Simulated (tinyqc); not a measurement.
# Elastic strain and critical thickness of a cubic alloy layer A(1-x)B(x) on a thick substrate, step by step

A worked calculation. Computed by tinyqc, a small Python program that keeps every step. Command: `OMP_NUM_THREADS=1 python tinyqc.py 3015763 3015764 out.jsonl misfit walk`. One thread of a shared host (Intel(R) Xeon(R) Processor @ 2.30GHz), about 0.01 s of CPU time with the checks. Intermediate numbers are printed to about 7 digits and carried at full precision; extremes and crossings named in words are read from the listed rows.

Strain is positive in tension. The layer is coherent with the substrate unless said otherwise.

Inputs (values chosen for the exercise, for a model alloy):
```
quantity                                 value        unit
fraction x of B                           0.59           -
lattice constant a_A                     5.653    angstrom
lattice constant a_B                     5.451    angstrom
substrate lattice constant a_S           5.652    angstrom
layer thickness h                           40          nm
biaxial modulus of the substrate M_S       112         GPa
substrate thickness t_S                    525  micrometre
wafer diameter W                           200          mm
X-ray wavelength                      1.540593    angstrom
start of the iteration h0/b                100           -
```

Growth plane: (001). Layer: uncapped. Misfit dislocation: edge.

C11, C12, C44 of A (GPa): 110.6  47.98  65.05

C11, C12, C44 of B (GPa): 144.8  59.07  72.92

## Alloy by Vegard's rule, and misfit

a = (1 - x) a_A + x a_B, the same rule for each C_ij; misfit f = (a_S - a)/a, the in-plane strain of the coherent layer.

free lattice constant a = 5.53382 angstrom

elastic constants (GPa): C11 130.7780, C12 54.5231, C44 69.6933

misfit f = 0.02135595

The layer is stretched in the plane by 2.14 %.

## Biaxial strain, stress and energy

(001): D = 2 C12/C11, M = C11 + C12 - 2 C12^2/C11. The free surface carries no normal stress, so e_perp = -D f; dV/V = 2 f + e_perp; stress = M f; energy per area = M f^2 h (1 GPa nm = 1 J/m^2).

ratio D = 0.8338268

normal strain e_perp = -0.01780717

volume strain dV/V = 0.02490474

biaxial modulus M = 139.8383 GPa

in-plane stress = 2.986380 GPa

strain energy per area = 2.551079 J/m^2

Caution: above about 2 % misfit, linear elasticity is rough and compressed layers tend to form islands before dislocations.

## Symmetric X-ray reflection

Reflection 004: d = a_perp/sqrt(16), with a_perp = a (1 + e_perp) for the coherent layer, a for the relaxed layer and a_S for the substrate; sin(theta) = lambda/(2 d).

Bragg angles:
```
crystal         a_perp (angstrom)  theta (degrees)  from substrate (arcsec)
substrate                5.652000         33.03489                    0.000
coherent layer           5.435278         34.53340                 5394.615
relaxed layer            5.533820         33.83422                 2877.590
```

peak separation of the coherent layer = 5394.615 arcsec

The coherent layer lies 1.87 times as far from the substrate peak as a relaxed one, about 1 + D = 1.83: reading its peak as relaxed would overstate the mismatch by that factor.

## Isotropic constants and the prefactor A

Voigt averages: G = (C11 - C12 + 3 C44)/5, B = (C11 + 2 C12)/3, nu = (3 B - 2 G)/(2 (3 B + G)); b = a/sqrt(2). Edge dislocation with b in the interface: cos alpha = 0, cos lambda = 1. Matthews-Blakeslee: h_c = A [ln(h_c/b) + 1], A = b (1 - nu cos^2 alpha)/(8 pi |f| (1 + nu) cos lambda), the factor 8 pi being that of an uncapped layer.

shear modulus G = 57.06696 GPa

Poisson ratio nu = 0.2116774

Burgers vector b = 0.3913002 nm

prefactor A = 0.6016781 nm

## Critical thickness by fixed-point iteration

Start at h0, put the right side back in, and stop when the change is below 1e-9 h or h turns negative.

Iteration:
```
step  h in (nm)  h out (nm)    change (nm)
1      39.13002    3.372508  -3.575751e+01
2       3.37251    1.897655  -1.474853e+00
3       1.89765    1.551667  -3.459877e-01
4       1.55167    1.430556  -1.211111e-01
5       1.43056    1.381660  -4.889641e-02
6       1.38166    1.360735  -2.092504e-02
7       1.36073    1.351553  -9.182038e-03
...         ...         ...            ...
21      1.34419    1.344194  -1.171183e-07
22      1.34419    1.344194  -5.242363e-08
23      1.34419    1.344194  -2.346547e-08
24      1.34419    1.344194  -1.050344e-08
25      1.34419    1.344194  -4.701473e-09
26      1.34419    1.344194  -2.104438e-09
27      1.34419    1.344194  -9.419729e-10
```

critical thickness h_c (Matthews-Blakeslee) = 1.344194 nm

Converged; near the root each step shrinks the error by A/h_c = 0.448. h_c is 3.4 Burgers vectors. Caution: an edge dislocation with b in the interface cannot reach it by glide, so the force balance is formal for it. Caution: a critical thickness of a few Burgers vectors is outside continuum elasticity and hangs on the core term.

## Equilibrium strain at the thickness h

For h > h_c the same force balance gives the strain left, |e| = |f| A [ln(h/b) + 1]/h, and below h_c e = f; relaxation = 1 - e/f; dislocations per length across each line direction = (|f| - |e|)/(b cos lambda).

strain left e = 0.001807642

relaxation = 91.53565 %

dislocation line density = 49.95733 1/micrometre

h is 29.76 h_c: in equilibrium dislocations lie 20.0 nm apart; slow nucleation and glide can keep a real layer more strained.

## Wafer curvature of the coherent layer

Stoney: curvature = 6 |stress| h/(M_S t_S^2); radius = 1/curvature; bow = curvature W^2/8.

curvature = 0.02321772 1/m

radius of curvature = 43.07054 m

bow = 116.0886 micrometre

Caution: the curvature assumes a coherent layer, but h exceeds h_c. Caution: a bow above a fifth of the wafer thickness is beyond Stoney's small-deflection limit.

## Force balance against energy balance

People-Bean: h_c = P ln(h_c/b), P = (1 - nu)/(1 + nu) b^2/(16 pi sqrt(2) a f^2). The misfit is scaled by 0.25, 0.4, 0.6, 1, 1.5, 2.2 at fixed a, b and nu; the upper root is taken, and rows with A < 1.3 b or P < 3 b, where the roots shrink to the core size or vanish, are left out.

Critical thickness:
```
|f| (%)   Matthews-Blakeslee (nm)  People-Bean (nm)     ratio
0.533899                 10.27087          660.1484  64.27388
0.854238                  5.47221          219.6881  40.14617
1.281357                  3.06780           82.5407  26.90554
2.135595                  1.34419           22.4969  16.73632
```

The exponents d ln h_c/d ln f are -1.34 and -2.34 between the first rows, steeper than the -1 and -2 of the prefactors because of the logarithm. The ratio falls from 64.3 to 16.7 as the misfit grows. Where People-Bean lies above, a layer between the lines is metastable: dislocations would lower the energy but have to be nucleated. Above about 2 % misfit islands may come first.

Checks made by the program: D and M against the full stiffness tensor (relative difference below 1e-10); h_c against the Lambert function, -A W_(-1)(-b/(A e)) (relative difference 6e-10).
